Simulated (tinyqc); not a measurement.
On-chip interconnect, size-dependent resistivity and RC delay: two steps of the calculation.

A rectangular line between two neighbours and two ground planes. Surface and grain-boundary scattering are added to the bulk resistivity as corrections; capacitances are parallel-plate values without fringing; inductance is ignored.

Values chosen for this exercise; metal values close to those of aluminium: line length Lw = 6.5 um; driver resistance Rd = 610 ohm; load capacitance Cl = 0.38 fF; time step dt = 0.22 ps.

Task 1. Ladder and Elmore delays. 7 equal pi sections: series Rs = r Lw/7; node capacitances c Lw/7, halved at nodes 0 and 7, with Cl added to node 7; Rd feeds node 0. Elmore delay of node k: the sum, over the resistors on the path to k, of resistance times all capacitance downstream of it.

r = 86.314042 ohm/um
c = 0.033392937 fF/um

Wanted: Rs; C; Elmore delay.

Result 1.

Rs = 80.15 ohm

```
node   C (fF)  Elmore delay (ps)
0     0.01550             0.3642
1     0.03101             0.4108
2     0.03101             0.4549
3     0.03101             0.4966
4     0.03101             0.5357
5     0.03101             0.5724
6     0.03101             0.6066
7      0.3955             0.6383
```

The far-end value equals Rd (c Lw + Cl) + r Lw (c Lw/2 + Cl) for any number of pi sections; the line resistance contributes 42.9 % of it.

Task 2. Node voltages after a time step. A 1 V step is applied behind Rd at t = 0. C dv/dt = -G v + b, with G the conductance matrix of the ladder (1/Rs between neighbours, 1/Rd added at node 0) and b = (1 V/Rd, 0, ...). Backward Euler step: (C/dt + G) v(new) = (C/dt) v + b.

Rs = 80.148753 ohm

```
node       C (fF)  v at t = 1 dt (V)
0     0.015503864         0.53781743
1     0.031007727         0.48012834
2     0.031007727         0.42786303
3     0.031007727         0.38043107
4     0.031007727         0.33729665
5     0.031007727         0.29797250
6     0.031007727         0.26201440
7      0.39550386         0.22901615
```

Wanted: v at t = 2 dt.

Result 2.

v at t = 2 dt, node 0 to 7 (V): 0.67909  0.63772  0.59813  0.56047  0.52484  0.49133  0.46000  0.43091

Range of the model: The metal width is under the mean free path, where the thick-limit surface term and the simple sum of corrections lose accuracy.

tinyqc, about 0.01 s, one thread, Intel Xeon 2.30GHz (shared host): `OMP_NUM_THREADS=1 python tinyqc.py 2100112 2100113 out.jsonl`
